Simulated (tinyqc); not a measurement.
Inside a calculation: donors with valley-orbit split 1s states. Values are carried at full precision from step to step, so a last printed digit may differ when a step is redone from the rounded ones.

Each donor binds at most one electron, in any of its states. For a site s, W_s = sum over its states of g exp(E/kT), and the ionised share is 1/(1 + W_s exp(eta)), eta = (EF - Ec)/kT; n = Nc F_1/2(eta); neutrality n + NA = ND x (mean ionised share); holes are neglected. Nc from N = 2 (m kB T/(4 pi c))^(3/2) with c = hbar^2/2m0, in 1/angstrom^3; times 1e24 for 1/cm^3, m = md. F_j(eta) = (1/Gamma(j + 1)) integral_0^infinity x^j dx/(1 + exp(x - eta)), which tends to exp(eta) for eta << 0.

Constants: hbar^2/2m0 = 3.80998211 eV angstrom^2; kB = 8.617333262e-05 eV/K.

Values chosen for the exercise (near those of P in Si; the results hold for these values, not for the real material): md = 1.082 m0 (density-of-states mass of the conduction band); E = (45, 33.7, 31.4) meV (binding energies of 1s(A1), 1s(T2), 1s(E)); g = (2, 6, 4) (their degeneracies with spin); T = 200 K; ND = 1.3e+18 1/cm^3 (donors); NA = 0 1/cm^3 (compensating acceptors, all ionised); mu0 = 62 cm^2/(V s) (mobility at heavy doping); mu1 = 1375 cm^2/(V s) (mobility at light doping and 300 K); Nr = 1e+17 1/cm^3 (reference doping); de = 0.72 (doping exponent); ga = 2.3 (temperature exponent).

## Partition sums of the neutral donor

Give each term g exp(E/kT), W_s, and the effective degeneracy W_s exp(-E_ground/kT).

Nc = 1.5374e+19 1/cm^3

terms: 1s(A1) 27.23, 1s(T2) 42.40, 1s(E) 24.73

W_s: donor 94.359

effective degeneracy: donor 6.932

The ground state alone would give 2 and all states together 12; here the excited states hold 71 % of the bound electrons.

## Neutrality

Solve for eta.

eta = -3.680
n = 3.85e+17 1/cm^3

ionised share: donor 0.296

n is 0.296 of ND - NA.

## Mobility and resistivity

Mobility (Caughey-Thomas form): mu = mu0 + (mu1 (T/300)^(-ga) - mu0)/(1 + ((ND + NA)/Nr)^de); rho = 1/(e n mu), e = 1.602176634e-19 C.

Compare with full ionisation, n = ND - NA.

mu = 529.6 cm^2/(V s)
rho = 0.0306 ohm cm
rho at full ionisation = 0.00907 ohm cm

Incomplete ionisation raises rho by a factor 3.38.

## Checks

- n at ND = 1e13 1/cm^3 against the root of n^2 = (Nc/W)(ND - n) (1/cm^3): both 9.999e+12.

Program tinyqc; command `OMP_NUM_THREADS=1 python tinyqc.py 1681606 1681607 out.jsonl`; about 0.01 s on one thread of a shared Intel(R) Xeon(R) Processor @ 2.30GHz.
